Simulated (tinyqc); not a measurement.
Which coupling does what: hole subbands of a hard-walled well, four-band Luttinger model.

Hole energies are counted downwards from the unstrained band edge, c = hbar^2/2m0. After the usual block transformation one block is H = [[P + Q - Zs, R - i S], [R + i S, P - Q + Zs]] in (heavy, light), with P +/- Q = c [(g1 +/- g2) k^2 + (g1 -/+ 2 g2) kz^2], R = sqrt(3) c gR k^2, S = 2 sqrt(3) c g3 k kz, kz = -i d/dz; axial approximation gR = (g2 + g3)/2. Zs = b (e_par - e_perp) is the shear part of the strain (the hydrostatic part shifts all levels alike and is left out). Basis sqrt(2/L) sin(n pi z/L), n = 1 to N, for each component: kz^2 gives (n pi/L)^2 and the heavy-light block is R delta_nm - 2 sqrt(3) c g3 k D_nm with D_nm = 4 n m/(L (n^2 - m^2)) for n + m odd, 0 otherwise. The other block has the same levels. The split-off band is left out, a severe simplification for a spin-orbit splitting near 0.04 eV.

Constants: hbar^2/2m0 = 3.80998211 eV angstrom^2.

Parameters, chosen for this exercise (near those of Si; shifted at random, so the results belong to these values and not to a real crystal): g1 = 4.33 (Luttinger gamma1); g2 = 0.34 (gamma2); g3 = 1.45 (gamma3); L = 105 angstrom (well width along [001]); k = 0.0299 1/angstrom (wave vector in the plane).

shear strain energy Zs = 0.048743 eV

N = 20, at the given k. Diagonal: R = S = 0. Along [100] and [110] gR is g2 and g3 instead of their mean.

Hole energies (meV):

| model | E1 | E2 | E3 | E4 |
|---|---|---|---|---|
| diagonal | -20.39 | 16.96 | 79.21 | 79.42 |
| R alone | -20.67 | 16.72 | 79.00 | 79.70 |
| S alone | -21.94 | 10.23 | 63.63 | 81.63 |
| axial | -22.21 | 10.01 | 63.49 | 81.88 |
| [100] | -21.98 | 10.20 | 63.61 | 81.66 |
| [110] | -22.66 | 9.66 | 63.26 | 82.29 |

The couplings move E1 by -1.83 meV: R alone by -0.28, S alone by -1.55, so S matters more at k L/pi = 1.00 (R grows as k^2 and joins equal n, S as k and joins n of opposite parity). Warping spreads E1 by 0.68 meV between [100] and [110], the hole being heavier along [110]; the axial value lies between them.

Computed by tinyqc, a small Python program: `OMP_NUM_THREADS=1 python tinyqc.py 1281868 1281869 out.jsonl` (the numbers bound the seed that draws the inputs); one thread of a shared host (Intel(R) Xeon(R) Processor @ 2.30GHz), about 0.1 s for the whole set of steps.
